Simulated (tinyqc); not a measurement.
# Worked calculation: floating body of a partially depleted SOI transistor: body voltage and kink

Program tinyqc, `OMP_NUM_THREADS=1 python tinyqc.py 2182204 2182205 out.jsonl`; Intel Xeon 2.30GHz, shared host, one thread, about 0.2 s. Printed values are rounded.

Source at 0 V. Channel current Ic = 2 nf K Vt^2 [F(0) - F(Vd)](1 + la Vd), F(V) = ln^2(1 + exp((Vg - VT - nf V)/(2 nf Vt))), VT = VT0 - gb Vb. Saturation voltage Vs = 2 Vt sqrt(F(0)) + 3 Vt, excess Ve = (Vd - Vs + sqrt((Vd - Vs)^2 + 0.0004 V^2))/2, multiplication M1 = Ai Ve exp(-Bl/Ve). Each junction passes D(v) = J1 (exp(v/Vt) - 1) + J2 (exp(v/(2 Vt)) - 1). Bipolar current Ib = bb J1 (exp(Vb/Vt) - 1). The body settles where M1 (Ic + Ib) = D(Vb) + D(Vb - Vd) + Vb/Rb; drain current Id = (1 + M1)(Ic + Ib) - D(Vb - Vd).

Values chosen for this exercise; values of the order met in partially depleted silicon-on-insulator transistors: temperature T = 358 K; threshold at zero body voltage VT0 = 0.47 V; fall of the threshold per volt of body voltage gb = 0.12; slope factor nf = 1.47; gain factor per width K = 460 uA/(V^2 um); channel-length modulation factor la = 0.04 1/V; impact-ionisation prefactor Ai = 1.59 1/V; impact-ionisation voltage Bl = 5.1 V; diffusion saturation current of each junction J1 = 3e-10 uA/um; recombination saturation current of each junction J2 = 3.7e-8 uA/um; gain of the lateral bipolar transistor on the diffusion current bb = 3; resistance of a weak body tie to the source (1e9 stands for no tie, and the term is then dropped) Rb = 1e9 kohm um; gate voltage Vg = 0.67 V; drain voltage Vd = 1.9 V.

Constants: q = 1.602176634e-19 C, kB = 1.380649e-23 J/K, Vt = kB T/q. Results are converted to the units shown.

Range of the model: The multiplication law is an empirical form chosen for the exercise; self-heating and capacitive coupling to the body are left out, and the linear laws are rough once Vb passes about 0.7 V or M1 about 0.1.

## Starting value

Vb = 0.8 V.

Vb at the start = 0.8 V

## Iteration 1: new Vb

Current into the body I_in = M1 (Ic + Ib) - D(Vb - Vd), current out I_out = D(Vb) + Vb/Rb; f = ln(I_in/I_out), s = df/dVb by central differences over 1e-5 V, Vb(new) = Vb - f/s.

Ic = 15.0918 uA/um
Ve = 1.60384 V
M1 = 0.106061
I_in = 19.0537 uA/um
I_out = 54.8682 uA/um
f = -1.05767
s = -2.85845 1/V
Vb after iteration 1 = 0.429983 V

## Iteration 2: new Vb

As before.

Ic = 11.1273 uA/um
Ve = 1.63262 V
M1 = 0.114190
I_in = 1.27074 uA/um
I_out = 3.78330e-4 uA/um
f = 8.11934
s = -30.0455 1/V
Vb after iteration 2 = 0.700217 V

## Course of the iteration

Stop when the step is below 1e-10 V, or after 40 iterations.

Course of the iteration:

| iteration | Vb before the step (V) | step (V) |
|---|---|---|
| 1 | 0.8 | -0.370 |
| 2 | 0.429983 | 0.270 |
| 3 | 0.700217 | 1.02e-3 |
| 4 | 0.701235 | 5.21e-6 |
| 5 | 0.701240 | 1.37e-10 |
| 6 | 0.701240 | 0 |

Converged in 6 iterations.

## Drain current with floating and with grounded body

converged Vb = 0.701240 V

Id and VT at the converged Vb, Id at Vb = 0, their ratio, and the bipolar share Ib/(Ic + Ib).

VT = 0.385851 V
Id, floating = 22.9011 uA/um
Id, grounded = 8.30229 uA/um
ratio = 2.75840
bipolar share = 32.4178 %

The body rises to 0.701 V and lowers the threshold by 84.1 mV.
